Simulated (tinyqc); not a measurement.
Towards Landau levels: square lattice in a magnetic field (Harper-Hofstadter model).

Landau gauge, lattice period 1: the magnetic cell has q sites j = 0 to q - 1 along x. H_jj = -2 ty cos(ky + 2 pi p j/q), H_(j,j+1) = -tx, and the bond from q - 1 back to 0 is H_(q-1,0) = -tx exp(i q kx). The levels depend on k only through cos(q kx) and cos(q ky), so the band edges lie at (0, 0) and (pi/q, pi/q).

Values chosen for the exercise (out of a larger set: a lateral superlattice; not measured data): tx = 1.9 meV (hopping along x); ty = 1.9 meV (hopping along y).

Flux 1/Q. Near the bottom of the band the mass gives hbar wc = 4 pi sqrt(tx ty)/Q and E_0 = -2 (tx + ty) + hbar wc/2. For each Q, p = 1 and q = Q.

Lowest band (meV):

| Q | centre | width | E_0 | spacing to band 2 | hbar wc |
|---|---|---|---|---|---|
| 3 | -4.4954 | 1.39 | -3.6206 | 4.4954 | 7.9587 |
| 4 | -5.1695 | 0.409 | -4.6155 | 4.1412 | 5.9690 |
| 5 | -5.5751 | 0.122 | -5.2124 | 3.4371 | 4.7752 |
| 6 | -5.8634 | 0.0365 | -5.6103 | 3.0070 | 3.9794 |
| 8 | -6.2506 | 0.00325 | -6.1077 | 2.4272 | 2.9845 |
| 12 | -6.6691 | 2.64e-05 | -6.6052 | 1.7390 | 1.9897 |
| 20 | -7.0263 | 1.89e-09 | -7.0031 | 1.1023 | 1.1938 |

What can be read from this table?

The width falls from 1.39 to 1.9e-09 meV, by a factor 3.30 for each unit of Q at the end, so the band turns into a flat level. Its centre lies -0.875 meV from E_0 at Q = 3 and -0.023 meV at Q = 20; the spacing reaches 92 % of hbar wc, the shortfall coming from the non-parabolic band.

tinyqc: `OMP_NUM_THREADS=1 python tinyqc.py 1252517 1252518 out.jsonl`; about 0.02 s, one thread, shared Intel(R) Xeon(R) Processor @ 2.30GHz.
